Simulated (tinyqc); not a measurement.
Comparisons within one model: six-band hole subbands of a thin body in a field. A value that a table varies takes the place of the one given here.

Basis X, Y, Z times spin, hole energies counted downwards from the unstrained edge (the hydrostatic shift is left out), c = hbar^2/2m0. For a symmetric tensor T let C(T) have C_XX = L Txx + M (Tyy + Tzz), C_XY = N Txy (cyclic), L = c (g1 + 4 g2), M = c (g1 - 2 g2), N = 6 c g3. k = q + kz n, n the unit normal, q = k1 u + k2 v with u along the channel [1-10] and v = n x u. H = C(k k^T) + (Dso/3)(1 - L.sigma) - B + e F z with (L_k)_ij = -i epsilon_kij; B is the block C built from the traceless strain with 2b, -b and sqrt(3) d in place of L, M, N. Strain: exx = eyy = (s11 + s12) sx/2, ezz = s12 sx, exy = -s44 sx/4. Hard walls at z = 0 and t; basis sin(j pi z/t), j = 1 to Nz: kz^2 = (j pi/t)^2, kz = -i D with D_jl = 4 j l/(t (j^2 - l^2)), z_jj = t/2 and z_jl = -8 t j l/(pi (j^2 - l^2))^2 for j + l odd; 1 MV/cm = 0.01 eV/angstrom.

Nz = 14. E1 is the top subband at q = 0, gap the distance to the next pair, and the masses are c q^2/(E(q) - E1) at |q| = 0.02 1/angstrom (mean of the spin pair) along the channel [1-10] and across it in the plane; a dash marks a band that does not rise.

Constants: hbar^2/2m0 = 3.80998211 eV angstrom^2.

Inputs chosen for the exercise (near those of a p-type Ge channel; the results hold for these values, not for the real material): g1 = 13.37 (Luttinger gamma1); g2 = 4.26 (gamma2); g3 = 5.69 (gamma3); Dso = 0.288 eV (spin-orbit splitting); b = -2.6 eV (tetragonal potential); d = -5.21 eV (trigonal potential); S = (9.94, -2.69, 14.82) 1/TPa (compliances s11, s12, s44); face = 111 (surface); t = 65 angstrom (body thickness); F = 0.8 MV/cm (field across the body); sx = -1 GPa (stress along the channel [1-10], negative in compression).

## Stress along the channel

Each row has its own sx.

Results:

| sx (GPa) | E1 (meV) | gap (meV) | m channel | m across |
|---|---|---|---|---|
| -3.0 | 91.7 | 137.8 | 0.042 | 0.265 |
| -2.0 | 131.4 | 137.5 | 0.047 | 0.194 |
| -1.0 | 164.1 | 137.3 | 0.058 | 0.129 |
| -0.5 | 175.9 | 137.4 | 0.069 | 0.104 |
| 0.0 | 183.7 | 137.6 | 0.084 | 0.084 |
| 0.5 | 187.1 | 137.3 | 0.105 | 0.070 |
| 1.0 | 186.2 | 137.0 | 0.131 | 0.061 |

Under 2 GPa of compression the channel mass goes from 0.084 to 0.047 m0, the mass across from 0.084 to 0.194; the gap to the next subband is 138, 138 and 137 meV at -2, 0 and +1 GPa. The lightest channel mass of the table, 0.042 m0, is at -3.0 GPa.

## Surface orientation and number of bands

Three faces, six bands; and four bands, with Dso set to 1000 eV.

Results:

| case | E1 (meV) | gap (meV) | m channel | m across |
|---|---|---|---|---|
| (001) 6 bands | 224.0 | 147.7 | 0.065 | 0.159 |
| (001) 4 bands | 229.5 | 193.6 | 0.075 | 0.096 |
| (110) 6 bands | 134.0 | 93.5 | 0.044 | 0.174 |
| (110) 4 bands | 189.1 | 151.3 | 0.056 | 0.103 |
| (111) 6 bands | 164.1 | 137.3 | 0.058 | 0.129 |
| (111) 4 bands | 171.4 | 137.4 | 0.066 | 0.075 |

With six bands the top subband is shallowest on (110) (134.0 meV) and deepest on (001). Without the stress E1 would be 247.4, 173.3 and 183.7 meV, so the stress moves it by -23.4, -39.3 and -19.7 meV. The lightest channel mass is on (110) (0.044 m0). Dropping the split-off band moves E1 by 5.5, 55.1 and 7.4 meV and the gap by 46.0, 57.8 and 0.1 meV on the three faces, with Dso = 288 meV.

## What each parameter does

Six bands. Each row changes one parameter from the base and keeps the others.

Results:

| case | E1 (meV) | gap (meV) | m channel (m0) | m across (m0) |
|---|---|---|---|---|
| base | 164.1 | 137.3 | 0.058 | 0.129 |
| t = 55 angstrom | 164.1 | 139.0 | 0.057 | 0.126 |
| F = 1.1 MV/cm | 207.7 | 169.0 | 0.060 | 0.130 |
| sx = -1.5 GPa | 148.9 | 137.4 | 0.052 | 0.160 |
| g3 = 5.29 | 185.7 | 153.7 | 0.056 | 0.116 |
| g2 = 4.9 | 164.1 | 137.3 | 0.059 | 0.128 |
| Dso = 0.432 eV | 166.4 | 137.4 | 0.061 | 0.108 |
| d = -4.17 eV | 168.0 | 137.3 | 0.060 | 0.123 |

The largest shifts from the base row, up to three for each result and ties (the steps differ in size, so this ranks the rows, not the parameters). E1 (meV): F +43.6, g3 +21.7, sx -15.1; unchanged at the printed digits by t and g2. gap (meV): F +31.7, g3 +16.3, t +1.7; unchanged at the printed digits by g2 and d. m channel (m0): sx -0.007, Dso +0.003, g3 -0.003. m across (m0): sx +0.031, Dso -0.022, g3 -0.014.

Computed by tinyqc, a small Python program: `OMP_NUM_THREADS=1 python tinyqc.py 1282361 1282362 out.jsonl` (the numbers bound the seed that draws the inputs); one thread of a shared host (Intel(R) Xeon(R) Processor @ 2.30GHz), about 0.4 s for the whole set of steps.
